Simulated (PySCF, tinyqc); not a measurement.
Inside a calculation. Method: RHF in the sto-6g basis, for H6, spin multiplicity 1. The lowest restricted solution is unstable here: a spin-polarised one lies 0.0188 hartree lower (PySCF). One step of it, computed by the program tinyqc.

Problem. Orthogonalisation. S = U s U^T; canonical form X = U s^(-1/2), so that X^T S X = 1. Each column of U has its largest component positive (the first on a tie).

overlap S, order 1H 1s, 2H 1s, 3H 1s, 4H 1s, 5H 1s, 6H 1s:
$$\begin{pmatrix}
1.000000 & 0.441055 & 0.093111 & 0.013644 & 0.001723 & 0.000156 \\
0.441055 & 1.000000 & 0.463311 & 0.093111 & 0.014689 & 0.001723 \\
0.093111 & 0.463311 & 1.000000 & 0.441055 & 0.093111 & 0.013644 \\
0.013644 & 0.093111 & 0.441055 & 1.000000 & 0.463311 & 0.093111 \\
0.001723 & 0.014689 & 0.093111 & 0.463311 & 1.000000 & 0.441055 \\
0.000156 & 0.001723 & 0.013644 & 0.093111 & 0.441055 & 1.000000
\end{pmatrix}$$

Give: eigenvalues of S; X.

Solution.

eigenvalues of S: [0.2996, 0.4385, 0.7056, 1.0636, 1.5388, 1.9537]

X, order 1H 1s, 2H 1s, 3H 1s, 4H 1s, 5H 1s, 6H 1s:
$$\begin{pmatrix}
0.3676 & -0.5680 & 0.6108 & 0.5265 & 0.3572 & 0.1806 \\
-0.7624 & 0.8149 & -0.3219 & 0.1728 & 0.4052 & 0.3010 \\
0.9758 & -0.3918 & -0.4816 & -0.4038 & 0.1821 & 0.3643 \\
-0.9758 & -0.3918 & 0.4816 & -0.4038 & -0.1821 & 0.3643 \\
0.7624 & 0.8149 & 0.3219 & 0.1728 & -0.4052 & 0.3010 \\
-0.3676 & -0.5680 & -0.6108 & 0.5265 & -0.3572 & 0.1806
\end{pmatrix}$$
